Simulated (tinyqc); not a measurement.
# Minority carriers and saturation current of a heavily doped emitter: effect of the doping

n-type, parabolic bands, full ionisation. eta = (EF - Ec)/kB T solves N = Nc F12(eta), F12(x) = (2/sqrt(pi)) int_0^infinity sqrt(u)/(1 + exp(u - x)) du. The gap shrinks rigidly by dEg = a3 y^(1/3) + a4 y^(1/4) + a2 y^(1/2), y = N/1e18 cm^-3, an empirical law that is here taken as the true narrowing.

ni = sqrt(Nc Nv) exp(-Eg/(2 Vt)), Eg in volts; degeneracy factor g = F12(eta) exp(-eta); nie^2 = ni^2 exp(dEg/kB T) g, p0 = nie^2/N; apparent narrowing dEg + kB T ln g. 1/tau = Cn N^2 + 1/ts, D = mup Vt, L = sqrt(D tau); J0 = (q p0 D/L)(s + tanh(W/L))/(1 + s tanh(W/L)), s = S L/D; the share recombining inside is 1 - 1/[cosh(W/L)(1 + tanh(W/L)/s)]. The mobility is held fixed.

Values chosen for this exercise; band and dielectric values close to those of silicon: temperature T = 400 K; band gap Eg = 1.11 eV; conduction-band density of states at 400 K Nc = 4.31e19 cm^-3; valence-band density of states at 400 K Nv = 4e19 cm^-3; coefficient of (N/1e18)^(1/3) a3 = 9.1 meV; coefficient of (N/1e18)^(1/4) a4 = 5.4 meV; coefficient of (N/1e18)^(1/2) a2 = 2.8 meV; minority-hole mobility mup = 230 cm^2/(V s); Auger coefficient Cn = 2.8e-31 cm^6/s; defect lifetime ts = 0.61 us; emitter width W = 480 nm; recombination velocity at the contact S = 9300 cm/s.

Constants: q = 1.602176634e-19 C, kB = 1.380649e-23 J/K, Vt = kB T/q. Results are converted to the units shown.

Effect of the doping:

| N (cm^-3) | apparent narrowing (meV) | p0 (cm^-3) | L (nm) | J0 (fA/cm^2) | share inside (%) |
|---|---|---|---|---|---|
| 5.9e17 | 14.35 | 4.582e7 | 2.137e4 | 6.522e7 | 0.9133 |
| 1.3e18 | 18.52 | 2.347e7 | 1.937e4 | 3.347e7 | 1.109 |
| 3.1e18 | 24.49 | 1.170e7 | 1.353e4 | 1.688e7 | 2.247 |
| 7.1e18 | 31.76 | 6.311e6 | 7094 | 9.626e6 | 7.720 |
| 1.6e19 | 40.43 | 3.601e6 | 3288 | 6.991e6 | 28.08 |
| 3.7e19 | 50.33 | 2.076e6 | 1435 | 8.553e6 | 67.54 |
| 8.6e19 | 58.90 | 1.145e6 | 618.5 | 1.623e7 | 92.38 |
| 2e20 | 59.80 | 5.053e5 | 266.0 | 2.293e7 | 98.98 |
| 4.5e20 | 40.97 | 1.301e5 | 118.2 | 1.396e7 | 99.95 |

Read the table: what changes, and by how much?

The apparent narrowing goes from 14.3 through a maximum of 59.8 (at N = 2e20 cm^-3 among the rows listed) to 41.0 meV. p0 goes as N^(-0.85) between the first two rows and N^(-1.67) between the last two (-1 without narrowing or degeneracy), and J0 moves up and down between 6.99e6 and 6.52e7 fA/cm^2.

Range of the model: Band tails, non-parabolic bands and incomplete ionisation are left out.

Program tinyqc, `OMP_NUM_THREADS=1 python tinyqc.py 2330002 2330003 out.jsonl`; Intel Xeon 2.30GHz, shared host, one thread, about 0.01 s.
